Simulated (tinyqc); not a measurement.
Changing the quartic constant b: one anharmonic mode: perturbation theory, self-consistent phonons and exact levels. Computed by tinyqc, a small Python program. Command: `OMP_NUM_THREADS=1 python tinyqc.py 3026446 3026447 out.jsonl scp sweep`. One thread of a shared host (Intel(R) Xeon(R) Processor @ 2.30GHz), about 0.06 s of CPU time with the checks.

V(x) = k x^2/2 + b x^4 for one coordinate x of mass M. A constant K > 0 gives hbar Omega = sqrt((hbar^2/u) K/M) with K in eV/angstrom^2 and M in u.

Inputs (values chosen for the exercise, for a model mode):

| quantity | value | unit |
|---|---|---|
| mode mass M | 20.4 | u |
| harmonic constant k | 1.67 | eV/angstrom^2 |
| temperature T | 65 | K |
| mixing | 0.7 | - |

Shape: single well.

Constants: hbar^2/u = 4.18015928e-03 eV angstrom^2; k_B = 8.617333262e-05 eV/K.

Method:
- Self-consistent phonon, centred at x = 0: K = k + 12 b <x^2>, <x^2> = (hbar Omega/(2K)) coth(hbar Omega/(2 k_B T)).
- Start at K = |k|; K(new) = K + mixing x (K_out - K), but at least K/20; stop when |K_out - K| < 1e-9 |k| or after 90 steps.
- Its free energy is F = k_B T ln[2 sinh(hbar Omega/(2 k_B T))] + (k - K)<x^2>/2 + 3 b <x^2>^2, an upper bound to the exact one.
- Basis: oscillator states n of the constant |k|, with x = s (a + a+), s^2 = hbar Omega/(2|k|); H = hbar Omega (n + 1/2) + (k - |k|) x^2/2 + b x^4, with exact matrix elements of x^2 and x^4.
- Exact values use 120 basis states: F = -k_B T ln sum exp(-E_n/(k_B T)), and <x^2> is the Boltzmann mean.

One run for each value:

| quartic constant b (eV/angstrom^4) | self-consistent quantum (meV) | E_1 - E_0 (meV) | self-consistent <x^2> (angstrom^2) | exact <x^2> (angstrom^2) |
|---|---|---|---|---|
| 2.2 | 19.308 | 19.248 | 0.0056554 | 0.0056606 |
| 4.2 | 19.958 | 19.848 | 0.0054332 | 0.0054462 |
| 8.0 | 21.038 | 20.847 | 0.0051032 | 0.0051303 |
| 15.0 | 22.686 | 22.375 | 0.0046762 | 0.0047215 |
| 28.0 | 25.095 | 24.616 | 0.0041763 | 0.0042394 |
| 53.0 | 28.557 | 27.850 | 0.0036318 | 0.0037077 |
| 100.0 | 33.231 | 32.224 | 0.0030995 | 0.0031808 |
| 190.0 | 39.462 | 38.065 | 0.0026008 | 0.0026811 |
| 360.0 | 47.471 | 45.587 | 0.0021592 | 0.0022341 |

What does the table show, and why?

Over the rows, self-consistent quantum (meV) rises from 19.3 to 47.5 (exponent d ln y / d ln x 0.051 between the first rows and 0.29 between the last); E_1 - E_0 (meV) rises from 19.2 to 45.6 (exponent d ln y / d ln x 0.047 between the first rows and 0.28 between the last); self-consistent <x^2> (angstrom^2) falls from 0.00566 to 0.00216 (exponent d ln y / d ln x -0.062 between the first rows and -0.29 between the last). The self-consistent quantum is 1.00 times E_1 - E_0 in the first row and 1.04 in the last; it follows from the curvature averaged over the spread of x, not from the lowest spacing alone.

Extremes, crossings and ranges named in words are read from the listed rows.
